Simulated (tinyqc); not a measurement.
## Tunnelling through a gate dielectric, WKB transmission and Tsu-Esaki current: dielectrics compared at equal EOT

Electrons leave the emitter at x = 0. Energies E (motion across the layers) are in eV from the emitter Fermi level; the collector Fermi level lies at -V and offers states at every E. No charge in the dielectric and no image force: F1 = V/t1, U = phi1 - F1 x. With C = hbar^2/(2 m0), kappa = sqrt(m (U - E)/C) where U > E and 0 elsewhere; T(E) = exp(-S), S = 2 times the integral of kappa over x.

A single layer of thickness t1 = EOT eps_r/3.9 for each dielectric, at V = 1.2 V. Each layer adds (2/F) sqrt(m/C) [G(u at its left edge) - G(u at its right edge)] to S, with u = U - E (0 where negative) and G(u) = (2/3) u^1.5. J = J0 times the integral of T(E) N(E) dE, N = ln[(1 + exp(-E/Vt))/(1 + exp((-E - V)/Vt))], J0 = q^2 me m0 kB T/(2 pi^2 hbar^3) (times 1e-4 for A/cm^2 per eV), from E = -Ef to far above the barrier (T = 1 there), by quadrature converged to the digits shown.

Inputs (values chosen for the exercise):
- T = 350 K (temperature)
- Ef = 1.7 eV (Fermi energy of the emitter above its band bottom)
- me = 0.26 m0 (emitter mass in the supply function)
- EOT = 2 nm (equivalent oxide thickness)

Constants: q = 1.602176634e-19 C, kB = 1.380649e-23 J/K, hbar = 1.054571817e-34 J s, m0 = 9.1093837015e-31 kg, Vt = kB T/q, hbar^2/(2 m0) = 0.0380998212 eV nm^2. Results are converted to the units shown.

Dielectrics (values chosen for the exercise, close to those of the materials named):
```
                 eps_r  phi1 (eV)  m1 (m0)
silicon dioxide   3.96       3.17     0.48
silicon nitride   7.27       2.17      0.5
aluminium oxide   8.65       2.54     0.39
hafnium oxide     21.2       1.51     0.19
zirconium oxide   25.4       1.35     0.26
```

Leakage at equal EOT:
```
                 t1 (nm)  S at E = 0  J (A/cm^2)  eps_r sqrt(m1 phi1)
silicon dioxide    2.031       23.06     0.02282                4.885
silicon nitride    3.728       33.63    1.123e-7                7.573
aluminium oxide    4.436       39.37   3.956e-10                8.609
hafnium oxide      10.87       45.40   1.969e-11                11.36
zirconium oxide    13.03       57.11   7.200e-11                15.05
```

What does the comparison show?

From the lowest current to the highest: hafnium oxide, zirconium oxide, aluminium oxide, silicon nitride, silicon dioxide; the span is 9.06 decades. The figure eps_r sqrt(m1 phi1), to which S is proportional at low voltage, gives another order at this voltage.

Numbers from tinyqc (`OMP_NUM_THREADS=1 python tinyqc.py 2540041 2540042 out.jsonl`; about 0.03 s on one thread of a shared Intel Xeon 2.30GHz).
